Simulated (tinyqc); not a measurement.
# Changing the corrugation W

Model: Frenkel-Kontorova chain: a misfit dislocation (kink) in a monolayer on a periodic substrate. Computed by tinyqc, a small Python program. Command: `OMP_NUM_THREADS=1 python tinyqc.py 3019238 3019239 out.jsonl fkchain sweep`. One thread of a shared host (Intel(R) Xeon(R) Processor @ 2.30GHz), about 0.05 s of CPU time with the checks.

E = sum_j [(k/2)(x_(j+1) - x_j - b)^2 + (W/2)(1 - cos(2 pi x_j/a))], x_j = a (j + u_j). A kink takes u from 0 to 1: the chain is stretched by one period and has one atom fewer than wells.

Inputs (values chosen for the exercise, for a model overlayer): spring constant k = 2.2 eV/angstrom^2; substrate period a = 3.52 angstrom; misfit f = (b - a)/a = 0.12; atoms on each side n = 9; atomic mass M = 127 u.

Relaxation: Newton steps.

Constants: nu for 1 eV/(angstrom^2 u) = 15.6333042 THz.

Method:
- l0 = sqrt(k a^2/(2 W)); kink u(j) = (2/pi) arctan exp(pi j/l0); kink energy at f = 0: E0 = (4/pi) W l0; with misfit E0 - k a^2 f; kinks become favourable at f_c = 2/(pi l0), and a coherent chain with free ends loses stability at f_m = 1/l0. Lowest vibration of the flat chain: nu0 = 15.6333042 THz x sqrt(2 pi^2 W/(a^2 M)).
- Discrete chain at f = 0, ends held at u = 0 and 1: E = (k a^2/2) sum (u_(j+1) - u_j)^2 + (W/2) sum (1 - cos 2 pi u_j), gradient g_j = k a^2 (2 u_j - u_(j-1) - u_(j+1)) + pi W sin(2 pi u_j), Hessian 2 k a^2 + 2 pi^2 W cos(2 pi u_j) on the diagonal and -k a^2 beside it.
- Start as above (continuum shape at j + 1/2, j = -n..n-1, l0 = sqrt(k a^2/(2 W))). u(new) = u - H^-1 g; stop when the largest gradient is below 1e-9 eV.
- Repeat by Newton steps with an atom at the centre (j = -n..n, u_0 = 1/2). Barrier = difference of the two energies; the lowest Hessian eigenvalue tells minimum from saddle.

One run for each value; columns: (1) corrugation W (eV); (2) kink width l0; (3) Peierls barrier (meV); (4) energy, centre between atoms (eV); (5) kink energy E0 (eV); (6) critical misfit f_c:
```
(1)      (2)         (3)     (4)     (5)      (6)
0.91  3.8701  1.8892e+00   4.440   4.484  0.16450
1.20  3.3701  8.7361e+00   5.078   5.149  0.18890
1.60  2.9186  3.4397e+01   5.823   5.946  0.21812
2.00  2.6105  8.6716e+01   6.451   6.648  0.24387
2.70  2.2468  2.5334e+02   7.344   7.724  0.28335
3.50  1.9734  5.5562e+02   8.129   8.794  0.32261
6.00  1.5072  2.0304e+03   9.665  11.514  0.42239
7.80  1.3219  3.3774e+03  10.320  13.128  0.48160
```

Give the missing row, corrugation W (eV) = 4.60.

Computed row; columns: (1) corrugation W (eV); (2) kink width l0; (3) Peierls barrier (meV); (4) energy, centre between atoms (eV); (5) kink energy E0 (eV); (6) critical misfit f_c:
```
(1)      (2)         (3)    (4)     (5)      (6)
4.60  1.7213  1.1258e+03  8.933  10.082  0.36985
```

Interpolating between the two neighbouring rows (the first column on a logarithmic scale, the others too where they are positive) misses most in Peierls barrier (meV), by 4.8 %. Over the rows, kink width l0 falls from 3.87 to 1.32 (exponent d ln y / d ln x about -0.50 throughout); Peierls barrier (meV) rises from 1.89 to 3380 (exponent d ln y / d ln x 5.5 between the first rows and 1.9 between the last); energy, centre between atoms (eV) rises from 4.44 to 10.3 (exponent d ln y / d ln x 0.49 between the first rows and 0.25 between the last). The exponent of kink energy E0 stays at 0.50: the geometric mean of spring and corrugation. The exponent of critical misfit f_c stays at 0.50: f_c goes as 1/l0. ln(barrier/W) against l0 has the slope -2.51 between the first rows; for wide kinks the law is l0^2 exp(-pi l0), with slope 2/l0 - pi = -2.59. The continuum energy is too high by 0.99 % in the first row and 27 % in the last.

Caution (rows 1.20, 1.60, 2.00, 2.70, 3.50, 4.60, 6.00, 7.80): a corrugation above 1 eV is larger than real overlayers usually show; it is chosen to keep the kink narrow. Caution (rows 1.60, 2.00, 2.70, 3.50, 4.60, 6.00, 7.80): for l0 below about 3 the kink spans few atoms, and the continuum kink energy is off by about 2 per cent or more.
